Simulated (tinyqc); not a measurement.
# Worked calculation: metal gate on a two-layer dielectric stack with fixed charge and a dipole

Program tinyqc, `OMP_NUM_THREADS=1 python tinyqc.py 2010055 2010056 out.jsonl`; Intel Xeon 2.30GHz, shared host, one thread, about 0.01 s. Printed values are rounded.

Gate, layer 2, layer 1, p-type semiconductor; x runs from the gate inwards. Charges are counted in units of +q. psi is the band bending at the surface, positive towards inversion. Classical charge, Boltzmann statistics, no interface traps.

Values chosen for this exercise; band and dielectric values close to those of silicon, layer 1 close to aluminium oxide, layer 2 close to hafnium oxide:
```
symbol    value   unit                                               meaning
T           350      K                                           temperature
Eg         1.11     eV                                              band gap
eps_r      11.9                                        relative permittivity
Nc      3.55e19  cm^-3                conduction-band density of states at T
Nv      3.29e19  cm^-3                   valence-band density of states at T
chi        4.07     eV                                     electron affinity
Na       4.6e17  cm^-3                                      acceptor density
pM         4.52     eV                       work function of the gate metal
t1          0.6     nm       thickness of layer 1, next to the semiconductor
e1         9.15                             relative permittivity of layer 1
t2          1.3     nm                thickness of layer 2, next to the gate
e2           22                             relative permittivity of layer 2
Q1         1e12  cm^-2           fixed charge at the semiconductor interface
Q2      -2.4e11  cm^-2                       fixed charge between the layers
r1            0  cm^-3                     uniform charge density in layer 1
r2            0  cm^-3                     uniform charge density in layer 2
Vd            0      V  flat-band shift by a dipole layer between the layers
ps        0.364      V                 band bending psi of the working point
```

Constants: q = 1.602176634e-19 C, kB = 1.380649e-23 J/K, Vt = kB T/q, eps0 = 8.8541878128e-14 F/cm where lengths are in cm. Results are converted to the units shown.

## Equivalent thickness and work-function difference

EOT = 3.9 (t1/e1 + t2/e2), Cox = eps0/(t1/e1 + t2/e2); phi_ms = pM - (chi + Eg - Vt ln(Nv/Na)).

EOT = 0.486192 nm
Cox = 7.10240 uF/cm^2
share of layer 1 in the EOT = 52.6001 %
phi_ms = -0.531214 V

## Flat-band voltage, term by term

EOT = 3.9 (t1/e1 + t2/e2), Cox = eps0/(t1/e1 + t2/e2); phi_ms = pM - (chi + Eg - Vt ln(Nv/Na)). Vfb = phi_ms + Vd - (q/eps0) [Q1 (t1/e1 + t2/e2) + Q2 t2/e2 + r1 (t1^2/(2 e1) + t1 t2/e2) + r2 t2^2/(2 e2)]: each charge counts with its electrical distance from the gate.

terms (V): phi_ms -0.531214, dipole 0.000000, Q1 -0.022558, Q2 0.002566, r1 0.000000, r2 0.000000
Vfb = -0.551206 V

Apart from phi_ms the largest term is that of Q1, -22.6 mV; all charges and the dipole together move Vfb by -20.0 mV.

## Threshold voltage

ni = sqrt(Nc Nv) exp(-Eg/(2 Vt)), Eg in volts, pB = Vt ln(Na/ni), Vth = Vfb + 2 pB + sqrt(4 q eps0 eps_r Na pB)/Cox.

ni = 3.48389e11 cm^-3
pB = 0.425067 V
depletion charge = 0.363363 uC/cm^2
Vth = 0.350088 V

## Charge in the semiconductor

ni = sqrt(Nc Nv) exp(-Eg/(2 Vt)), Eg in volts. Qs = -sign(psi) sqrt(2 q eps0 eps_r Na Vt [exp(-u) + u - 1 + (ni/Na)^2 (exp(u) - u - 1)]), u = psi/Vt.

Qs = -0.227701 uC/cm^2

The surface is depleted or weakly inverted.

## Fields and voltage drops

Gauss: D = -Qs just inside the semiconductor; going towards the gate subtract q Q1, then q r1 t1, q Q2 and q r2 t2. Field = D/(eps0 e); the drop over a layer is its mean field times its thickness; Vg = phi_ms + Vd + psi + both drops.

```
place	D (uC/cm^2)	field (MV/cm)
layer 2, gate side	0.105936	0.054384
layer 2, inner side	0.105936	0.054384
layer 1, outer side	0.067484	0.083297
layer 1, semiconductor side	0.067484	0.083297
semiconductor surface	0.227701	0.216108
```

drop over layer 2 = 0.00706994 V
drop over layer 1 = 0.00499782 V
Vg = -0.155146 V

The same Vg follows from Vfb + psi - Qs/Cox. The largest field, 0.216 MV/cm in size, is at: semiconductor surface.
